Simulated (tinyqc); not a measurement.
# FinFET, parasitic resistance, capacitance and delay: effects of single changes

Nf fins under one contact; each has gated perimeter p = 2 Hf + Wf and cross-section A = Hf Wf; contact width Wc = Nf pf, stack height Hs = Hf. Contact length Lc = CPP - Lg - 2 Lsp, shared by two neighbouring gates. Source and drain sides are equal. The formulas are first-order estimates, not field solutions.

Parameters, values chosen for the exercise; values close to those of silicon logic devices:
- T = 300 K (temperature)
- Nf = 2 (number of fins)
- Hf = 60 nm (fin height)
- Wf = 6 nm (fin width)
- pf = 34 nm (fin pitch)
- CPP = 60 nm (contacted gate pitch)
- Lg = 18 nm (gate length)
- Lsp = 4 nm (spacer length)
- ks = 5.5 (relative permittivity of the spacer)
- Hc = 25 nm (gate height above the channel stack)
- rc = 8e-10 ohm cm^2 (contact resistivity)
- re = 0.00022 ohm cm (resistivity of the source-drain epitaxy)
- te = 30 nm (current-carrying depth of the epitaxy)
- rx = 0.00052 ohm cm (resistivity of the extension)
- Lov = 1.5 nm (gate overlap)
- Cinv = 3 uF/cm^2 (inversion capacitance)
- vx = 1.2e7 cm/s (injection velocity)
- mu = 270 cm^2/(V s) (apparent mobility)
- VT = 0.23 V (threshold at zero drain voltage)
- dl = 0.072 V/V (barrier lowering)
- n = 1.16 (subthreshold factor)
- Cw = 0.28 fF (wire load)
- Vdd = 0.6 V (supply voltage)

Constants: q = 1.602176634e-19 C, kB = 1.380649e-23 J/K, eps0 = 8.8541878128e-12 F/m, Vt = kB T/q. Results are converted to the units shown.

Each table varies one quantity; the others keep the values above.

## Effect of the supply voltage

Epitaxy sheet resistance Rsh = re/te, transfer length LT = sqrt(rc/Rsh), contact Rc = [sqrt(rc Rsh)/Wc] coth(Lc/(2 LT)); extension of one fin Rx = rx Lsp/A. With N fins: gate Cg = Cinv p N Lg; per side, plate Cp = ks eps0 [Wc (Hs + Hc) - N A]/Lsp, top fringe Cf = (2/pi) ks eps0 Wc ln(1 + Lg/(2 Lsp)), overlap Co = Cinv p N Lov. One fin: I = p Q vx u/(1 + |u|^1.8)^(1/1.8), Q = Cinv n Vt ln(1 + exp((Vg' - VT + dl Vd')/(n Vt))), u = Vd' mu/(vx Lg), Vg' = Vgs - v, Vd' = Vds - 2 v, with the drop on each side v = Rc (sum of I) + Rx I. Ieff = [I(Vgs = Vdd, Vds = Vdd/2) + I(Vdd/2, Vdd)]/2, total currents. With Cs = Cp + Cf + Co, the load of an inverter of two such devices driving an equal one is CL = 2 (Cg + 2 Cs) + 4 Cs + Cw (own drains counted twice for the Miller effect); delay CL Vdd/(2 Ieff).

The same in every row: Rc (ohm) = 75.21; Rx/N (ohm) = 28.89; CL (aF) = 1156.

Result of one run:
```
Vdd (V)  Ieff (uA)  delay (ps)
0.85         359.9       1.364
```

What becomes of these results when the supply voltage Vdd is changed from 0.85 to 0.75 V, all else the same?

Result of the changed run:
```
Vdd (V)  Ieff (uA)  delay (ps)
0.75         294.1       1.474
```

The whole series:
```
Vdd (V)  Ieff (uA)  delay (ps)
0.45         103.2       2.520
0.55         164.1       1.937
0.65         228.6       1.643
0.75         294.1       1.474
0.85         359.9       1.364
0.95         425.9       1.289
```

As Vdd goes from 0.45 to 0.95 V, Ieff rises from 103 to 426 uA, CL stays at 1160 aF and the delay falls from 2.52 to 1.29 ps.

## Effect of the number of fins

Same model as above.

Effect of the number of fins:
```
Nf  Rc (ohm)  Rx/N (ohm)  Ieff (uA)  CL (aF)  delay (ps)
1      150.4       57.78      98.05    717.8       2.196
2      75.21       28.89      196.1     1156       1.768
3      50.14       19.26      294.2     1593       1.625
4      37.60       14.44      392.2     2031       1.554
5      30.08       11.56      490.3     2469       1.511
6      25.07       9.630      588.3     2907       1.482
```

As Nf goes from 1 to 6, Ieff rises from 98.1 to 588 uA, CL rises from 718 to 2910 aF and the delay falls from 2.20 to 1.48 ps. From the first row to the last Ieff grows by a factor of 6.00 and CL by 4.05; the first step changes the delay by -20 %, the last by -1.9 %.

Computed by the program tinyqc: `OMP_NUM_THREADS=1 python tinyqc.py 2170037 2170038 out.jsonl`, one thread of a shared Intel Xeon 2.30GHz, about 0.02 s for the whole run.
